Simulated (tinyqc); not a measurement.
Signal and retention of a DRAM cell: one step of the calculation.

A stored one starts at Vd and leaks: Cs dV/dt = -I(V), I = a sqrt((V + Vb)/(Vd + Vb)) + b, with a = Ig exp[-(Eg1 q/kB)(1/T - 1/T0)] (generation in a depletion layer) and b = Is exp[-(Es q/kB)(1/T - 1/T0)]. The bit line is precharged to Vd/2, and charge sharing gives the signal (V - Vd/2) Cs/(Cs + Cb).

Problem. Signal and margin. The cell fails below Vc = Vd/2 + dm (Cs + Cb)/Cs.

Parameters, values chosen for the exercise: array voltage Vd = 1.3 V; cell capacitance Cs = 19 fF; bit-line capacitance Cb = 68 fF; smallest signal that the sense amplifier resolves dm = 67 mV.

Constants: q = 1.602176634e-19 C. Results are converted to the units shown.

Wanted: transfer ratio; signal of a fresh one; Vc; charge that may be lost; the same in electrons.

Solution.

transfer ratio = 0.21839
signal of a fresh one = 141.95 mV
Vc = 0.95679 V
charge that may be lost = 6.5210 fC
the same in electrons = 40701

Range of the model: Real arrays also hold a tail of unusually leaky cells and cells whose retention varies in time, which this model lacks.

Computed by the program tinyqc: `OMP_NUM_THREADS=1 python tinyqc.py 2130160 2130161 out.jsonl`, one thread of a shared Intel Xeon 2.30GHz, about 0.01 s for the whole run.
